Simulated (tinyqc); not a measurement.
Subthreshold parameters from three currents.

Question. Far below threshold and for Vds well above Vt the virtual-source current tends to I = Cinv n Vt vx0 exp((Vgs - VT0 + dl Vds + al Vt)/(n Vt)) per width, with constant n; the three currents follow this limit. Find n, dl and VT0.

Parameters, values chosen for the exercise: temperature T = 300 K; inversion capacitance Cinv = 2.18 uF/cm^2; velocity at the virtual source vx0 = 3.84e7 cm/s; threshold shift (in units of Vt) from weak to strong inversion al = 3.5.

Constants: q = 1.602176634e-19 C, kB = 1.380649e-23 J/K, Vt = kB T/q. Results are converted to the units shown.

I at (Vgs, Vds) = (-0.2, 0.3), (-0.13, 0.3) and (-0.2, 0.8) V (nA/um): [2.4421156, 14.333751, 22.881693]

Solution. The first two currents differ in Vgs alone and give n; the first and third differ in Vds alone and give dl; the size of the first then gives VT0.

n = 1.530
dl = 0.1770 V/V
VT0 = 0.4110 V

Program tinyqc, `OMP_NUM_THREADS=1 python tinyqc.py 2380106 2380107 out.jsonl`; Intel Xeon 2.30GHz, shared host, one thread, about 0.01 s.
